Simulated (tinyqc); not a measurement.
CMOS latch-up, two-transistor model: effect of the temperature.

A parasitic pnp (emitter at Vdd, base shunted by Rw) and npn (emitter at ground, base shunted by Rs) feed each other: the npn collector current flows out of the pnp base node, the pnp collector current into the npn base node. Forward-active transistors with constant gains: Icn = Isn exp(Vn/Vt), Icp = Isp (exp(Vp/Vt) - 1). A current Ii is injected into the npn base node.

Isn, Isp and Von are given at 300 K; the currents scale as T^3 exp(-1.12 V/Vt), Von falls by 1.5 mV/K, gains and resistances are fixed. Node equations: Vp/Rw + Icp/bp = Icn and Vn/Rs + Icn/bn = Icp + Ii. Loop gain G = gn gp/[(1/Rw + gp/bp)(1/Rs + gn/bn)], gn = Icn/Vt, gp = (Icp + Isp)/Vt; the off state ends where G = 1, and Ii there is the trigger current. On state with both base-emitter voltages at Von: npn base current Ib = (Von/Rs + bp Von/Rw)/(bn bp - 1), holding current Ih = (bn + 1) Ib + Von/Rs, holding voltage Vh = Vsat + Von + R2 (Ib + Von/Rs).

Inputs (values chosen for the exercise); values close to those of bulk CMOS:
- bn = 17.5 (current gain of the npn)
- bp = 3.7 (current gain of the pnp)
- Isn = 1.3e-15 A (saturation current of the npn at the reference temperature)
- Isp = 9.6e-15 A (saturation current of the pnp at the reference temperature)
- Rs = 330 ohm (substrate resistance shunting the npn)
- Rw = 1300 ohm (well resistance shunting the pnp)
- R2 = 81 ohm (resistance from the pnp collector to the npn base)
- Von = 0.74 V (base-emitter voltage in the on state)
- Vsat = 0.12 V (saturation voltage)
- Vdd = 1.8 V (supply voltage)

Constants: q = 1.602176634e-19 C, kB = 1.380649e-23 J/K, Vt = kB T/q. Results are converted to the units shown.

Result of one run:
```
Vn at trigger (V)  trigger current (mA)  Ih (mA)  Vh (V)
0.5853                            1.783    3.128  0.9476
```

Which temperature T gave this result: 263, 293, 323 or 353 K?

T = 353 K.

The whole series:
```
T (K)  Vn at trigger (V)  trigger current (mA)  Ih (mA)  Vh (V)
233               0.8012                 2.454    3.980   1.173
263               0.7497                 2.294    3.767   1.117
293               0.6966                 2.129    3.554   1.060
323               0.6418                 1.959    3.341   1.004
353               0.5853                 1.783    3.128  0.9476
383               0.5270                 1.601    2.915  0.8912
413               0.4666                 1.411    2.702  0.8348
443               0.4040                 1.212    2.489  0.7784
```

As T goes from 233 to 443 K, the trigger current falls from 2.45 to 1.21 mA, Ih falls from 3.98 to 2.49 mA and Vh falls from 1.17 to 0.778 V. Vh exceeds the supply Vdd = 1.8 V, which then cannot sustain a latched state, in 0 of the 8 rows.

Computed by the program tinyqc: `OMP_NUM_THREADS=1 python tinyqc.py 2670116 2670117 out.jsonl`, one thread of a shared Intel Xeon 2.30GHz, about 0.06 s for the whole run.
